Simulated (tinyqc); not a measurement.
Strain-driven crossing of the Gamma and L valleys in a germanium-like crystal alloyed with tin, step by step. Values are carried at full precision from step to step, so a last printed digit may differ when a step is redone from the rounded ones.

With tin the unstrained gaps become E(y) = (1 - y) E + y EgS - CS y (1 - y); all other values are kept.
Constants: kB = 8.617333262e-05 eV/K; hc = 1239.841984 eV nm.

Values chosen for the exercise (near those of Ge, gaps at low temperature; not measured data):
```
symbol  value            unit  meaning
Eg      0.901            eV    gap at Gamma to the s-like level
EgL     0.731            eV    gap to L
EgS     (-0.382, 0.139)  eV    Gamma and L gaps of the tin end
CS      (2.65, 0.99)     eV    bowing of the Gamma and L gaps
y       0.104                  tin fraction
C11     128.8            GPa
C12     48.5             GPa
C44     65.9             GPa
load    uniaxial [100]         kind of strain
e0      0.0274                 size of the strain
Dso     0.287            eV    spin-orbit splitting
ac      -8.09            eV    conduction deformation potential
av      1.23             eV    valence hydrostatic potential
b       -2.51            eV    tetragonal shear potential
d       -5.22            eV    trigonal shear potential
aL      -1.73            eV    hydrostatic potential of the L edge, Xd + Xu/3
XuL     15.7             eV    uniaxial potential, L
mG      0.0399           m0    mass at Gamma
mL      0.545            m0    density-of-states mass of the four L valleys together
T       300              K     temperature
```

## Gaps of the unstrained alloy

Give both gaps, their difference, and the y at which they cross (the root of a quadratic between 0 and 0.3).

Gamma and L gaps (eV): [0.5206, 0.5772]

Gamma - L = -0.0565 eV
crossing y = 0.0764

Without strain the alloy is direct.

## The strain tensor for a uniaxial [100] load

Biaxial loads: e0 is the in-plane strain e_par and the normal is free. (001): e_perp = -2 (C12/C11) e_par; exx = eyy = e_par, ezz = e_perp, no shear. (111): e_perp = -(2 C11 + 4 C12 - 4 C44)/(C11 + 2 C12 + 4 C44) e_par; exx = eyy = ezz = (2 e_par + e_perp)/3 and exy = eyz = ezx = (e_perp - e_par)/3. (110): e_perp = -(C11 + 3 C12 - 2 C44)/(C11 + C12 + 2 C44) e_par; exx = eyy = (e_par + e_perp)/2, ezz = e_par, exy = (e_perp - e_par)/2, eyz = ezx = 0. Uniaxial loads: a stress along n, scaled so that n.e.n = e0, with exx = s11 sxx + s12 (syy + szz), exy = s44 sxy/2, s11 = (C11 + C12)/((C11 - C12)(C11 + 2 C12)), s12 = -C12/((C11 - C12)(C11 + 2 C12)), s44 = 1/C44.

Form the tensor and its trace.

strain tensor in the cubic axes, rows x, y, z and columns alike:
```
[[0.027400, 0.000000, 0.000000],
 [0.000000, -0.007495, 0.000000],
 [0.000000, 0.000000, -0.007495]]
```

tr(e) = 0.012410

## Band edges

Edges from the unstrained valence top: Gamma at Eg + ac tr(e); an L valley with unit axis u at EgL + aL tr(e) + XuL (u.e.u - tr(e)/3), u along [111], [1-1-1], [-11-1], [-1-11]; valence edges are the levels of the 6 x 6 matrix of X, Y, Z times spin with -Dso/3 + l exx + m (eyy + ezz) on the diagonal (cyclic), n exy off it, l = av + 2 b, m = av - b, n = sqrt(3) d. Spin-orbit term (Dso/3) L.sigma on X, Y, Z with (L_k)_ij = -i epsilon_kij: <X+|H|Y+> = -i Dso/3, <X+|H|Z-> = Dso/3, <Y+|H|Z-> = -i Dso/3, <Z+|H|X-> = -Dso/3, <Z+|H|Y-> = i Dso/3, <X-|H|Y-> = i Dso/3, and their conjugates; + and - are the spin along z.

Give the edges and the direct and indirect gaps from the top valence edge.

Gamma edge = 0.4202 eV

L edges (eV): [111] 0.5557, [1-1-1] 0.5557, [-11-1] 0.5557, [-1-11] 0.5557

valence edges from the top (eV): [0.1029, -0.0130, -0.3310]

direct and indirect gap (eV): [0.3174, 0.4529]

The gap is direct: Gamma lies 135 meV below the lowest L valley. The top two valence edges are 116 meV apart.

## Electrons in the Gamma valley

Non-degenerate, parabolic: share = mG^(3/2)/(mG^(3/2) + (mL^(3/2)/4) sum_i exp(-(E_Li - E_Gamma)/kT)). Also the offset at which four equal L valleys hold half of the electrons, kT ln((mL/mG)^(3/2)), and the wavelength hc/E of the direct gap.

(mL/mG)^(3/2) = 50.48
share in Gamma = 78.9 %
offset for an even split = 101.4 meV
wavelength = 3906 nm

With the L valleys as they lie here, Gamma must be 101 meV below the lowest of them to hold half of the electrons at 300 K; it lies 135 meV below. A direct gap alone is not enough.

Program tinyqc; command `OMP_NUM_THREADS=1 python tinyqc.py 1050954 1050955 out.jsonl`; about 0.01 s on one thread of a shared Intel(R) Xeon(R) Processor @ 2.30GHz.
